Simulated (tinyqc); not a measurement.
Physical sputtering: collision-cascade yield, angular dependence, faceting and resputtering in deposition: one step, computed by the program tinyqc.

Ions start collision cascades; atoms that reach the surface with more than U leave. The target is amorphous or fine-grained.

Task: Yield at normal incidence. gamma = 4 M1 M2/(M1 + M2)^2; threshold E_th = 6.7 U/gamma for M1 >= M2, else U (1 + 5.7 M1/M2)/gamma. eps = 0.03255 M2 E/(Z1 Z2 (M1 + M2) z), z = (Z1^(2/3) + Z2^(2/3))^(1/2), E in eV; s_n = 3.441 sqrt(eps) ln(eps + 2.718)/(1 + 6.355 sqrt(eps) + eps (6.882 sqrt(eps) - 1.708)); S_n = 84.78 Z1 Z2 M1 s_n/((M1 + M2) z) in eV angstrom^2; alpha = 0.249 (M2/M1)^0.56 + 0.0035 (M2/M1)^1.5 for M1 <= M2, else 0.0875 (M2/M1)^(-0.15) + 0.165 M2/M1; Y0 = 0.042 Q alpha S_n/U [1 - sqrt(E_th/E)]^2.5 (the electronic-loss factor of the full formula is dropped). Erosion rate = Y0 J/(e N); 1 cm^2 = 1e14 nm^2.

Inputs (values chosen for the exercise, modelled on xenon ions on tungsten):
```
quantity                  value     unit
ion Z1                       54        -
ion mass M1               131.3        u
target Z2                    74        -
target mass M2            183.8        u
surface binding energy U    8.9       eV
target density N           63.2   1/nm^3
fit factor Q               0.74        -
ion energy E                100       eV
current density J           2.2  mA/cm^2
```

Constants: e = 1.602176634e-19 C.

Give: energy transfer factor gamma; threshold E_th; reduced energy eps; nuclear stopping S_n; alpha; yield Y0; erosion rate.

Result:

energy transfer factor gamma = 0.9722

threshold E_th = 46.43 eV

reduced energy eps = 8.411e-05

nuclear stopping S_n = 745.2 eV angstrom^2

alpha = 0.3064

yield Y0 = 0.04569 atoms per ion

erosion rate = 5.956 nm/min

The threshold factor is 0.057; the energy cost is 2190 eV per removed atom, 246 times U. Caution: within a few times the threshold, cascades are short and these fits are rough.
